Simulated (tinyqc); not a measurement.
From one set of inputs to another, one input at a time: dopant redistribution at a moving silicon-oxide interface during parabolic oxidation. Computed by tinyqc, a small Python program. Command: `OMP_NUM_THREADS=1 python tinyqc.py 3003447 3003448 out.jsonl segox ladder`. One thread of a shared host (Intel(R) Xeon(R) Processor @ 2.30GHz), about 0.01 s of CPU time with the checks.

Uniformly doped silicon is oxidised with x_ox = sqrt(B t); the interface advances into the silicon by alpha x_ox, alpha = 0.44. The dopant does not move in the oxide, and at the interface C(silicon) = m C(oxide).

The inputs printed are set A. Set A is modelled on arsenic in silicon under dry oxygen; the values taken over come from a set modelled on phosphorus in silicon under dry oxygen. Inputs not listed in the table keep their values of set A, so the rows need not describe a real material.

Inputs (values chosen for the exercise, modelled on arsenic in silicon under dry oxygen):
```
quantity                                           value    unit
dopant prefactor D0                                 7.42  cm^2/s
dopant activation energy E                          3.95      eV
oxidation prefactor B0                               736  um^2/h
oxidation activation energy E_B                     1.24      eV
segregation coefficient m = C(silicon)/C(oxide)       11       -
bulk doping C_B                                  1.4e+16  1/cm^3
temperature T                                       1075       C
time t                                               2.1       h
```

Constants: k_B = 8.617333262e-05 eV/K.

Method:
- D = D0 exp(-E/(k_B T)), converted with 1 cm^2/s = 3.6e11 um^2/h; B = B0 exp(-E_B/(k_B T)); s = alpha sqrt(B/(4 D)), the interface advance over 2 sqrt(D t).
- Temperatures in kelvin are T(C) + 273.15.
- With the dopant diffusivity D and s = alpha x_ox/(2 sqrt(D t)), in the silicon C = C_B + (C_s - C_B) erfc(y/(2 sqrt(D t)))/erfc(s), y from the original surface. Dopant balance at the interface gives C_s/C_B = 1/[1 + (1/(m alpha) - 1) g], g = sqrt(pi) s exp(s^2) erfc(s).
- Consumed silicon held alpha x_ox C_B; the oxide holds x_ox times the dopant concentration in the oxide; the difference is the excess in the silicon; 1 um = 1e-4 cm.

Each row keeps all changes above it:
```
input moved                                                                    from         to  excess in the silicon (1/cm^2)      s  concentration in the oxide (1/cm^3)
set A                                                                             -          -                       7.693e+10  0.425                            2.093e+15
oxidation prefactor B0 (um^2/h) and oxidation activation energy E_B (eV)  736, 1.24  702, 1.23                       7.811e+10  0.433                            2.110e+15
time t (h)                                                                      2.1        3.1                       9.490e+10  0.433                            2.110e+15
bulk doping C_B (1/cm^3)                                                    1.4e+16    3.6e+17                       2.440e+12  0.433                            5.425e+16
temperature T (C)                                                              1075        950                       8.050e+11  1.432                            9.939e+16
segregation coefficient m = C(silicon)/C(oxide)                                  11         12                       8.605e+11  1.432                            9.532e+16
```

Excess in the silicon goes from 7.69e10 to 8.61e11, a factor 11.2 in all. The largest single move comes from bulk doping C_B (a factor 25.7), and temperature T works against it (a factor 0.330). s goes from 0.425 to 1.43, a factor 3.37 in all. The largest single move comes from temperature T (a factor 3.31). Concentration in the oxide goes from 2.09e15 to 9.53e16, a factor 45.5 in all. The largest single move comes from bulk doping C_B (a factor 25.7). The single moves hold for this order of the switches; the total does not depend on the order.

Caution (all rows): in this case the oxide is not much thicker than a typical Deal-Grove length A, so real growth is slower than parabolic. Caution (all rows): parabolic growth needs an oxide much thicker than the Deal-Grove length A, which fails for thin films and low temperatures; oxidation-enhanced or retarded diffusion is ignored.

Extremes, crossings and ranges named in words are read from the listed rows.
